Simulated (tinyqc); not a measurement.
Mean-field antiferromagnet of the Hubbard model on the square lattice: one step. One mean-field step. Four cases, with inputs chosen for the exercise.

Problem. From m = m0 form Delta, the two bands of each class and m(out).

e(k) = -2 t (cx + cy) - 4 t2 cx cy, ci = cos ki; one electron a site; Q = (pi, pi). <n_up - n_dn> = m cos(Q.R) gives Delta = U m/2 and bands E = e+ -/+ sqrt(e-^2 + Delta^2), e+- = (e(k) +- e(k + Q))/2 (the constant U/2 is dropped). Means run over the mesh k_i = 2 pi (j + 1/2)/N of the whole zone: mu from mean(f(E-) + f(E+)) = 1; m(out) = mean of Delta (f(E-) - f(E+))/sqrt(e-^2 + Delta^2); free energy per site F = -kT mean[ln(1 + exp(-(E- - mu)/kT)) + ln(1 + exp(-(E+ - mu)/kT))] + mu + U m^2/4. Order at T > 0 in two dimensions is an artefact of mean field.

Constants: kB = 8.617333262e-05 eV/K.

Give: Delta; E-, E+ and Delta/sqrt(e-^2 + Delta^2) of each class; m(out).

Case 1.

Values chosen: U = 4.6 eV (on-site repulsion); m0 = 0.65 (starting staggered moment); T = 300 K.

Classes of points:
```
|e-| (eV)   e+ (eV)  points
0.000000   0.000000      16
0.941681   0.000000      16
1.331738   0.000000       8
2.273420   0.000000      16
3.215101   0.000000       8
```

Solution.

Delta = 1.4950 eV

E-, E+ and Delta/sqrt(e-^2 + Delta^2) of each class:
```
|e-| (eV)  E- (eV)  E+ (eV)  Delta/sqrt(e-^2 + Delta^2)
0.0000     -1.4950   1.4950                      1.0000
0.9417     -1.7669   1.7669                      0.8461
1.3317     -2.0021   2.0021                      0.7467
2.2734     -2.7209   2.7209                      0.5494
3.2151     -3.5457   3.5457                      0.4216
```

m(out) = 0.7449

Case 2.

Values chosen: U = 5.29 eV (on-site repulsion); m0 = 0.12 (starting staggered moment); T = 600 K.

Classes of points:
```
|e-| (eV)   e+ (eV)  points
0.000000   0.000000       8
1.527351   0.000000       8
```

Solution.

Delta = 0.3174 eV

E-, E+ and Delta/sqrt(e-^2 + Delta^2) of each class:
```
|e-| (eV)  E- (eV)  E+ (eV)  Delta/sqrt(e-^2 + Delta^2)
0.0000     -0.3174   0.3174                      1.0000
1.5274     -1.5600   1.5600                      0.2035
```

m(out) = 0.5996

Case 3.

Values chosen: U = 2.26 eV (on-site repulsion); m0 = 0.35 (starting staggered moment); T = 100 K.

Classes of points:
```
|e-| (eV)   e+ (eV)  points
0.000000   0.000000      16
0.346366   0.000000      16
0.489835   0.000000       8
0.836200   0.000000      16
1.182566   0.000000       8
```

Solution.

Delta = 0.3955 eV

E-, E+ and Delta/sqrt(e-^2 + Delta^2) of each class:
```
|e-| (eV)  E- (eV)  E+ (eV)  Delta/sqrt(e-^2 + Delta^2)
0.0000     -0.3955   0.3955                      1.0000
0.3464     -0.5257   0.5257                      0.7523
0.4898     -0.6296   0.6296                      0.6282
0.8362     -0.9250   0.9250                      0.4276
1.1826     -1.2469   1.2469                      0.3172
```

m(out) = 0.6631

Case 4.

Values chosen: U = 7.26 eV (on-site repulsion); m0 = 0.46 (starting staggered moment); T = 300 K.

Classes of points:
```
|e-| (eV)    e+ (eV)  points
0.000000   -0.280000       8
2.347595    0.280000       8
```

Solution.

Delta = 1.6698 eV

E-, E+ and Delta/sqrt(e-^2 + Delta^2) of each class:
```
|e-| (eV)  E- (eV)  E+ (eV)  Delta/sqrt(e-^2 + Delta^2)
0.0000     -1.9498   1.3898                      1.0000
2.3476     -2.6009   3.1609                      0.5796
```

m(out) = 0.7898

m(out) is above m0, so the next step starts from a larger moment.

Computed by tinyqc, one run a case: `OMP_NUM_THREADS=1 python tinyqc.py N N+1 out.jsonl` with N = 1682016, 1682162, 1682476, 1682695; one thread of a shared Intel(R) Xeon(R) Processor @ 2.30GHz, about 0.2 s a run at most.
